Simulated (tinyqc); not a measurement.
Inside a calculation. Method: empirical pseudopotential in a few plane waves. One step of it, computed by the program tinyqc.

Question. Bloch Hamiltonian at G. Basis: the 15 shortest G (labels in 2 pi/a), the same at every k. H(G,G') = c |k + G|^2 delta + VS(|G-G'|^2) cos((G-G').tau) + i VA sin((G-G').tau), tau = a/8 (1,1,1); 1 Ry = 13.605693 eV.

Parameters chosen for this model: fcc lattice, atoms at +/- a/8 (1,1,1); form factors in rydberg at |G|^2 in units of (2 pi/a)^2:
```
parameter                 value      unit
a                      5.410000  angstrom
VS(3)                 -0.193000        Ry
VS(8)                  0.010000        Ry
VS(11)                 0.084000        Ry
VA(3)                  0.135000        Ry
VA(4)                  0.069000        Ry
VA(11)                 0.030000        Ry
hbar^2/2m (2 pi/a)^2   5.139113        eV
```

k point G (2 pi / a): 0  0  0

Give: H(k) at G.

Answer.

H(k) at G (eV):
```
                 +0+0+0           -1-1-1           -1-1+1           -1+1-1
+0+0+0           0.0000   1.8568+1.2988i  -1.8568+1.2988i  -1.8568+1.2988i
-1-1-1   1.8568-1.2988i          15.4173   0.0000-0.9388i   0.0000-0.9388i
-1-1+1  -1.8568-1.2988i   0.0000+0.9388i          15.4173           0.1361
-1+1-1  -1.8568-1.2988i   0.0000+0.9388i           0.1361          15.4173
-1+1+1  -1.8568+1.2988i          -0.1361   0.0000+0.9388i   0.0000+0.9388i
+1-1-1  -1.8568-1.2988i   0.0000+0.9388i           0.1361           0.1361
+1-1+1  -1.8568+1.2988i          -0.1361   0.0000+0.9388i           0.0000
+1+1-1  -1.8568+1.2988i          -0.1361           0.0000   0.0000+0.9388i
+1+1+1   1.8568+1.2988i           0.0000          -0.1361          -0.1361
-2+0+0   0.0000-0.9388i  -1.8568+1.2988i  -1.8568-1.2988i  -1.8568-1.2988i
+0-2+0   0.0000-0.9388i  -1.8568+1.2988i  -1.8568-1.2988i   0.8081-0.2886i
+0+0-2   0.0000-0.9388i  -1.8568+1.2988i   0.8081-0.2886i  -1.8568-1.2988i
+0+0+2   0.0000+0.9388i  -0.8081-0.2886i   1.8568+1.2988i  -0.8081+0.2886i
+0+2+0   0.0000+0.9388i  -0.8081-0.2886i  -0.8081+0.2886i   1.8568+1.2988i
+2+0+0   0.0000+0.9388i  -0.8081-0.2886i  -0.8081+0.2886i  -0.8081+0.2886i

                 -1+1+1           +1-1-1           +1-1+1           +1+1-1
+0+0+0  -1.8568-1.2988i  -1.8568+1.2988i  -1.8568-1.2988i  -1.8568-1.2988i
-1-1-1          -0.1361   0.0000-0.9388i          -0.1361          -0.1361
-1-1+1   0.0000-0.9388i           0.1361   0.0000-0.9388i           0.0000
-1+1-1   0.0000-0.9388i           0.1361           0.0000   0.0000-0.9388i
-1+1+1          15.4173           0.0000           0.1361           0.1361
+1-1-1           0.0000          15.4173   0.0000-0.9388i   0.0000-0.9388i
+1-1+1           0.1361   0.0000+0.9388i          15.4173           0.1361
+1+1-1           0.1361   0.0000+0.9388i           0.1361          15.4173
+1+1+1   0.0000+0.9388i          -0.1361   0.0000+0.9388i   0.0000+0.9388i
-2+0+0   1.8568-1.2988i   0.8081-0.2886i  -0.8081-0.2886i  -0.8081-0.2886i
+0-2+0  -0.8081-0.2886i  -1.8568-1.2988i   1.8568-1.2988i  -0.8081-0.2886i
+0+0-2  -0.8081-0.2886i  -1.8568-1.2988i  -0.8081-0.2886i   1.8568-1.2988i
+0+0+2  -1.8568+1.2988i  -0.8081+0.2886i  -1.8568+1.2988i   0.8081+0.2886i
+0+2+0  -1.8568+1.2988i  -0.8081+0.2886i   0.8081+0.2886i  -1.8568+1.2988i
+2+0+0   0.8081+0.2886i   1.8568+1.2988i  -1.8568+1.2988i  -1.8568+1.2988i

                 +1+1+1           -2+0+0           +0-2+0           +0+0-2
+0+0+0   1.8568-1.2988i   0.0000+0.9388i   0.0000+0.9388i   0.0000+0.9388i
-1-1-1           0.0000  -1.8568-1.2988i  -1.8568-1.2988i  -1.8568-1.2988i
-1-1+1          -0.1361  -1.8568+1.2988i  -1.8568+1.2988i   0.8081+0.2886i
-1+1-1          -0.1361  -1.8568+1.2988i   0.8081+0.2886i  -1.8568+1.2988i
-1+1+1   0.0000-0.9388i   1.8568+1.2988i  -0.8081+0.2886i  -0.8081+0.2886i
+1-1-1          -0.1361   0.8081+0.2886i  -1.8568+1.2988i  -1.8568+1.2988i
+1-1+1   0.0000-0.9388i  -0.8081+0.2886i   1.8568+1.2988i  -0.8081+0.2886i
+1+1-1   0.0000-0.9388i  -0.8081+0.2886i  -0.8081+0.2886i   1.8568+1.2988i
+1+1+1          15.4173  -0.8081-0.2886i  -0.8081-0.2886i  -0.8081-0.2886i
-2+0+0  -0.8081+0.2886i          20.5565           0.1361           0.1361
+0-2+0  -0.8081+0.2886i           0.1361          20.5565           0.1361
+0+0-2  -0.8081+0.2886i           0.1361           0.1361          20.5565
+0+0+2  -1.8568-1.2988i          -0.1361          -0.1361           0.0000
+0+2+0  -1.8568-1.2988i          -0.1361           0.0000          -0.1361
+2+0+0  -1.8568-1.2988i           0.0000          -0.1361          -0.1361

                 +0+0+2           +0+2+0           +2+0+0
+0+0+0   0.0000-0.9388i   0.0000-0.9388i   0.0000-0.9388i
-1-1-1  -0.8081+0.2886i  -0.8081+0.2886i  -0.8081+0.2886i
-1-1+1   1.8568-1.2988i  -0.8081-0.2886i  -0.8081-0.2886i
-1+1-1  -0.8081-0.2886i   1.8568-1.2988i  -0.8081-0.2886i
-1+1+1  -1.8568-1.2988i  -1.8568-1.2988i   0.8081-0.2886i
+1-1-1  -0.8081-0.2886i  -0.8081-0.2886i   1.8568-1.2988i
+1-1+1  -1.8568-1.2988i   0.8081-0.2886i  -1.8568-1.2988i
+1+1-1   0.8081-0.2886i  -1.8568-1.2988i  -1.8568-1.2988i
+1+1+1  -1.8568+1.2988i  -1.8568+1.2988i  -1.8568+1.2988i
-2+0+0          -0.1361          -0.1361           0.0000
+0-2+0          -0.1361           0.0000          -0.1361
+0+0-2           0.0000          -0.1361          -0.1361
+0+0+2          20.5565           0.1361           0.1361
+0+2+0           0.1361          20.5565           0.1361
+2+0+0           0.1361           0.1361          20.5565
```
